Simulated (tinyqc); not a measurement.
# p-n diode, drift-diffusion by the Gummel loop with Scharfetter-Gummel fluxes, step by step

Numbers from tinyqc (`OMP_NUM_THREADS=1 python tinyqc.py 2240081 2240082 out.jsonl`; about 0.1 s on one thread of a shared Intel Xeon 2.30GHz). Printed values are rounded.

Abrupt junction at x = 0, p side from -Lp, n side to Ln, ohmic contacts. psi is counted from the intrinsic level; n = ni exp((psi - phin)/Vt), p = ni exp((phip - psi)/Vt). Contacts: p side psi = V - Vt ln(Na/ni), p = Na, n = ni^2/Na; n side psi = Vt ln(Nd/ni), n = Nd, p = ni^2/Nd. Constant mobilities, D = mu Vt, Boltzmann statistics, SRH recombination through a mid-gap level, U = (n p - ni^2)/(tp (n + ni) + tn (p + ni)). Current is positive from the p contact to the n contact.

Values chosen for this exercise; band and dielectric values those of a made-up semiconductor: temperature T = 300 K; band gap Eg = 1.01 eV; relative permittivity eps_r = 11.1; conduction-band density of states at T Nc = 3.29e19 cm^-3; valence-band density of states at T Nv = 2.74e19 cm^-3; acceptor density of the p side Na = 1.7e16 cm^-3; donor density of the n side Nd = 1e16 cm^-3; electron mobility mun = 1200 cm^2/(V s); hole mobility mup = 360 cm^2/(V s); SRH lifetime of electrons tn = 9e-9 s; SRH lifetime of holes tp = 3e-7 s; uniform generation rate G = 0 cm^-3 s^-1; bias of the p contact V = 0.65 V.

Constants: q = 1.602176634e-19 C, kB = 1.380649e-23 J/K, Vt = kB T/q, eps0 = 8.8541878128e-14 F/cm where lengths are in cm. Results are converted to the units shown.

Range of the model: At a bias near or above Vbi densities approach the doping or exceed it; degeneracy, Auger and radiative recombination, left out, begin to matter. Minority carriers exceed a tenth of the doping outside the junction (high injection).

## Intrinsic density and built-in voltage

ni = sqrt(Nc Nv) exp(-Eg/(2 Vt)), Eg in volts; Vbi = Vt ln(Na Nd/ni^2).

ni = 9.85931e10 cm^-3
Vbi = 0.609715 V

## Round 1: Poisson equation

```
node  x (nm)  phin at the start (V)  phip at the start (V)
0      -1200                   0.65                   0.65
1       -793                      0                   0.65
2       -501                      0                   0.65
3       -293                      0                   0.65
4       -144                      0                   0.65
5        -38                      0                   0.65
6         38                      0                   0.65
7        166                      0                   0.65
8        382                      0                   0.65
9        747                      0                   0.65
10      1360                      0                   0.65
11      2400                      0                      0
```

With phin and phip held, solve a_i (psi_(i+1) - psi_i) - a_(i-1) (psi_i - psi_(i-1)) + q w_i (p_i - n_i + C_i) = 0 for the inner nodes by Newton steps to convergence; a_i = eps0 eps_r/h_i, h_i = x_(i+1) - x_i, w_i = (h_(i-1) + h_i)/2, C = -Na or +Nd.

```
node   psi (V)  n after Poisson (cm^-3)  p after Poisson (cm^-3)
0     0.338284                5.71800e5                   1.7e16
1     0.317418               2.11948e16               3.81051e16
2     0.317379               2.11629e16               3.81626e16
3     0.317379               2.11628e16               3.81627e16
4     0.317387               2.11695e16               3.81507e16
5     0.317806               2.15153e16               3.75374e16
6     0.329131               3.33435e16               2.42215e16
7     0.329520               3.38490e16               2.38598e16
8     0.329525               3.38553e16               2.38554e16
9     0.329525               3.38553e16               2.38553e16
10    0.329515               3.38421e16               2.38646e16
11    0.297998                     1e16                9.72060e5
```

## Round 1: electron continuity

With psi and p held, F_i = (mun Vt/h_i) [n_(i+1) B(d_i) - n_i B(-d_i)], d_i = (psi_(i+1) - psi_i)/Vt, B(d) = d/(exp(d) - 1); solve F_i - F_(i-1) = w_i [(n_i p_i - ni^2)/den_i - G] for the new n, with den = tp (n + ni) + tn (p + ni) taken at the old n and p, h_i = x_(i+1) - x_i, w_i = (h_(i-1) + h_i)/2; phin = psi - Vt ln(n/ni).

```
node  new n (cm^-3)  phin after round 1 (V)
0         5.71800e5                0.650000
1        1.84681e15                0.063087
2        3.77377e15                0.044573
3        5.14978e15                0.036536
4        6.13750e15                0.032008
5        6.94506e15                0.029232
6        1.13945e16                0.027758
7        1.24211e16                0.025917
8        1.38539e16                0.023100
9        1.62721e16                0.018940
10       2.03298e16                0.013175
11             1e16                0.000000
```

## Round 1: hole continuity

With psi and the new n held, F_i = (mup Vt/h_i) [p_(i+1) B(-d_i) - p_i B(d_i)], d_i = (psi_(i+1) - psi_i)/Vt, B(d) = d/(exp(d) - 1); solve F_i - F_(i-1) = w_i [(n_i p_i - ni^2)/den_i - G] for the new p, with den = tp (n + ni) + tn (p + ni) taken at the new n and the old p, h_i = x_(i+1) - x_i, w_i = (h_(i-1) + h_i)/2; phip = psi + Vt ln(p/ni).

```
node  new p (cm^-3)  phip after round 1 (V)
0            1.7e16                0.650000
1        3.28034e16                0.646127
2        3.03855e16                0.644109
3        2.86337e16                0.642573
4        2.73722e16                0.641417
5        2.60493e16                0.640555
6        1.62923e16                0.639748
7        1.49839e16                0.637973
8        1.31722e16                0.634646
9        1.01199e16                0.627832
10       5.00702e15                0.609631
11        9.72060e5                0.000000
```

## Course of the Gummel loop

Stop when phin and phip change by less than 1e-8 V, or after 15 rounds. J = Jn at the p contact + Jp at the n contact + q sum w_i U_i - q G sum w_i over the inner nodes, which avoids differences of large majority fluxes: Jn = (q mun Vt/h_0)[n_1 B(d_0) - n_0 B(-d_0)], Jp = (q mup Vt/h_last)[p_(N-1) B(d_last) - p_N B(-d_last)], d_i = (psi_(i+1) - psi_i)/Vt, B(d) = d/(exp(d) - 1), w_i = (h_(i-1) + h_i)/2.

Course of the iteration:
```
round  J (A/cm^2)  largest change of phin, phip (V)
1         455.025                            0.0631
2         464.098                           7.31e-3
3         468.122                           8.32e-4
4         468.877                           8.60e-5
5         468.981                           1.26e-5
6         468.991                           1.97e-6
7         468.992                           3.15e-7
8         468.992                           4.90e-8
9         468.992                           7.90e-9
```

Converged in 9 rounds.

## Recombination and current

```
node  converged psi (V)  converged n (cm^-3)  converged p (cm^-3)
0              0.338284            5.71800e5               1.7e16
1              0.330621           2.59214e15           1.95864e16
2              0.326081           4.14711e15           2.11433e16
3              0.323167           5.15479e15           2.21503e16
4              0.321272           5.84985e15           2.27726e16
5              0.321625           6.71762e15           2.17412e16
6              0.344162           1.69574e16           8.74472e15
7              0.344078           1.78455e16           7.89447e15
8              0.340972           1.73278e16           7.33027e15
9              0.335300           1.63338e16           6.33654e15
10             0.324449           1.44329e16           4.43865e15
11             0.297998                 1e16            9.72060e5
```

U_i as defined. J = Jn at the p contact + Jp at the n contact + q sum w_i U_i - q G sum w_i over the inner nodes, which avoids differences of large majority fluxes: Jn = (q mun Vt/h_0)[n_1 B(d_0) - n_0 B(-d_0)], Jp = (q mup Vt/h_last)[p_(N-1) B(d_last) - p_N B(-d_last)], d_i = (psi_(i+1) - psi_i)/Vt, B(d) = d/(exp(d) - 1), w_i = (h_(i-1) + h_i)/2.

U, node 0 to 11 (cm^-3 s^-1): 0  5.32215e22  6.11270e22  6.54021e22  6.79697e22  6.60559e22  2.87048e22  2.59701e22  2.41279e22  2.08787e22  1.46602e22  0
Jn at the p contact = 365.786 A/cm^2
Jp at the n contact = 101.653 A/cm^2
recombination = 1.55354 A/cm^2
generation = 0 A/cm^2
J = 468.992 A/cm^2

A 500-node mesh gives J = 476.1 A/cm^2; this mesh differs from it by -7.1 A/cm^2 (-1.5 %).
